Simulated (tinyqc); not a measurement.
Inside a calculation. Method: bound state in one dimension: Numerov shooting, finite differences, DVR. Computed by tinyqc, a small Python program that keeps every step. Settings: points = 48. Command: `OMP_NUM_THREADS=1 python tinyqc.py 20349 20350 out.jsonl` (the two numbers bound the seeds that draw the settings). One thread of a shared host (Intel(R) Xeon(R) Processor @ 2.60GHz), about 0.01 s of CPU time with the checks.

## Numerov steps at E = -12.8

One particle of mass 1 in V = -13.06 exp(-x^2/2.02^2) (atomic units), psi = 0 at both ends:
```
parameter                value
left end                    -7
right end                    7
intervals                   48
h                     0.291667
state sought (nodes)         0
```

k_i = 2 m (E - V_i); (1 + h^2 k_(i+1)/12) y_(i+1) = 2 (1 - 5 h^2 k_i/12) y_i - (1 + h^2 k_(i-1)/12) y_(i-1), from y_0 = 0, y_1 = 0.001.

Points along the way:
```
i           x           V           k               y
0   -7.000000   -0.000080  -25.599841        0.000000
1   -6.708333   -0.000212  -25.599576        0.001000
2   -6.416667   -0.000542  -25.598917        0.004661
3   -6.125000   -0.001327  -25.597345        0.020720
4   -5.833333   -0.003120  -25.593759        0.091899
5   -5.541667   -0.007036  -25.585928        0.407487
16  -2.333333   -3.439280  -18.721439  3374340.939600
17  -2.041667   -4.701995  -16.196010        1.18e+07
18  -1.750000   -6.165782  -13.268436        3.78e+07
19  -1.458333   -7.755067  -10.089867        1.09e+08
20  -1.166667   -9.355657   -6.888686        2.74e+08
21  -0.875000  -10.825661   -3.948678        5.98e+08
```

## Bisection on the node count

With more sign changes than the state has nodes (the last point included) the energy is too high, else too low; the bracket starts as -12.8 to -0.05.

Trials:
```
trial             E  sign changes  y at the right end   next
1       -6.42500000             3           -5.50e+11  lower
2       -9.61250000             1           -6.92e+15  lower
3      -11.20625000             1           -9.28e+18  lower
4      -12.00312500             0            4.75e+19  raise
5      -11.60468750             1           -1.61e+19  lower
6      -11.80390625             1           -5.34e+18  lower
7      -11.90351563             0            1.27e+19  raise
8      -11.85371094             0            2.09e+18  raise
9      -11.82880859             1           -1.97e+18  lower
10     -11.84125977             1           -3.64e+16  lower
11     -11.84748535             0            1.00e+18  raise
12     -11.84437256             0            4.77e+17  raise
13     -11.84281616             0            2.19e+17  raise
14     -11.84203796             0            9.07e+16  raise
...             ...           ...                 ...    ...
29     -11.84148317             0            1.04e+12  raise
30     -11.84148316             1           -8.94e+11  lower
31     -11.84148316             0            7.50e+10  raise
```

eigenvalue = -11.84148316 hartree

## The same grid by other methods

Three-point finite differences and the sine-DVR kinetic matrix of Colbert and Miller on the same points.

Lowest levels (hartree):
```
state  finite differences         DVR
0              -11.856339  -11.841075
1               -9.568700   -9.499590
2               -7.515263   -7.356394
```
